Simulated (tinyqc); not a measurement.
Worked calculation: Ewald sum of point charges, fcc lattice in a neutralising background. Computed by tinyqc, a small Python program that keeps every step. Command: `OMP_NUM_THREADS=1 python tinyqc.py 31195 31196 out.jsonl` (the two numbers bound the seeds that draw the settings). One thread of a shared host (Intel(R) Xeon(R) Processor @ 2.60GHz), about 0.02 s of CPU time with the checks.

## Ewald sum with eta = 0.316 1/bohr

cell vectors (rows) (bohr):
```
          1         2         3
1  0.000000  5.265000  5.265000
2  5.265000  0.000000  5.265000
3  5.265000  5.265000  0.000000
```

Charges:

| q | f1 | f2 | f3 |
|---|---|---|---|
| 1.000000 | 0.000000 | 0.000000 | 0.000000 |

Real space: 1/2 sum q_i q_j erfc(eta r)/r over all images with r > 0; reciprocal space: (2 pi/V) sum_(G != 0) exp(-G^2/4 eta^2)/G^2 |S(G)|^2 with S(G) = sum q exp(i G.r); self term -eta/sqrt(pi) sum q^2; background -pi Q^2/(2 V eta^2), Q the total charge.

Real-space shells (first ones):

| r (bohr) | pairs | sum (hartree) |
|---|---|---|
| 7.445834 | 12 | 0.000706 |
| 10.530000 | 6 | 7.21e-07 |
| 12.896563 | 24 | 7.67e-09 |
| 14.891669 | 12 | 1.14e-11 |
| 16.649392 | 24 | 0 |
| 18.238495 | 8 | 0 |

Reciprocal shells (first ones that count):

| G^2 (1/bohr^2) | vectors | sum (hartree) |
|---|---|---|
| 1.068130 | 8 | 0.011118 |
| 1.424174 | 6 | 0.002565 |
| 2.848348 | 12 | 0.000073 |
| 3.916478 | 24 | 0.000007 |
| 4.272521 | 8 | 9.12e-07 |
| 5.696695 | 6 | 1.45e-08 |
| 6.764825 | 24 | 3.37e-09 |
| 7.120869 | 24 | 1.31e-09 |

## The total does not depend on eta

The same sums for other eta.

Totals (hartree per cell):

| eta | real | reciprocal | self | background | total |
|---|---|---|---|---|---|
| 0.316000 | 0.000707 | 0.013764 | -0.178284 | -0.053892 | -0.21770475 |
| 0.451000 | 1.65e-06 | 0.063200 | -0.254450 | -0.026457 | -0.21770475 |
| 0.579000 | 8.72e-10 | 0.125013 | -0.326666 | -0.016052 | -0.21770475 |

shortest distance = 7.445834 bohr
